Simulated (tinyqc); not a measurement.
Input admittance of a MOSFET at zero drain bias: distributed channel and distributed gate: two steps of the calculation.

Source and drain grounded, strong inversion, w = 2 pi f, Cox = eps0 eox/tox. The channel is an RC line of resistance 1/(mu Cox Vo) per square fed from both ends, so one finger has the intrinsic admittance y = i w Cox L tanh(g)/g per width, g = (1/2) sqrt(i w tau), tau = L^2/(mu Vo). The vertical resistance rv/L is in series with y, the overlaps 2 i w Cov in parallel: y_t = 1/(1/y + rv/L) + 2 i w Cov. The gate strip is a line of Rsh/L per length loaded by y_t, so a finger has Y = y_t Wf tanh(k)/k, k = (Wf/sd) sqrt(y_t Rsh/L); the device has Nf Y.

Inputs (values chosen for the exercise); values of the order met in silicon radio-frequency transistors:
```
symbol  value        unit                                                                 meaning
eox       3.9              relative permittivity of the gate insulator (close to silicon dioxide)
tox       4.8          nm                                                     insulator thickness
L        0.14          um                                                          channel length
Wf         11          um                                                            finger width
Nf         16                                                                   number of fingers
mu        130  cm^2/(V s)                                                        channel mobility
Vo       0.49           V                                                          gate overdrive
Rsh       7.8  ohm/square                                            sheet resistance of the gate
rv        2.4    ohm um^2                                  vertical resistivity of the gate stack
sd          1                                       number of ends at which a finger is contacted
Cov       0.3       fF/um                             overlap and fringe capacitance on each side
f         6.5         GHz                                                               frequency
```

Constants: eps0 = 8.8541878128e-14 F/cm where lengths are in cm. Results are converted to the units shown.

Task 1. Low-frequency resistances and capacitance. Low-frequency limits, with c = Cox L and ct = c + 2 Cov: R_strip = Rsh Wf/(3 sd^2 L Nf), R_ch = (c/ct)^2 L/(12 mu Cox Vo Wf Nf), R_vert = (c/ct)^2 rv/(L Wf Nf), C = ct Wf Nf.

Give: parts; sum; C; 1/(2 pi R C).

Result 1.

parts (ohm): strip 12.768, channel 0.56807, vertical 0.038252
sum = 13.374 ohm
C = 282.86 fF
1/(2 pi R C) = 42.071 GHz

The strip term is the largest, 95.5 % of the sum.

Task 2. Input impedance of the device. k and Y as defined; Z = 1/(Nf Y) = R + 1/(i w C); Q = |Im Z|/R; signal at the point farthest from a contact |1/cosh k|.

y_t = 0.459671+65.631665i uS/um

Find: k; Nf Y; R; C; Q; signal at the far point.

Result 2.

k = 0.47200+0.46870i
Nf Y = 1.726+11.237i mS
R = 13.356 ohm
C = 281.63 fF
Q = 6.5098
signal at the far point = 0.98258

Computed by the program tinyqc: `OMP_NUM_THREADS=1 python tinyqc.py 2262217 2262218 out.jsonl`, one thread of a shared Intel Xeon 2.30GHz, about 0.01 s for the whole run.
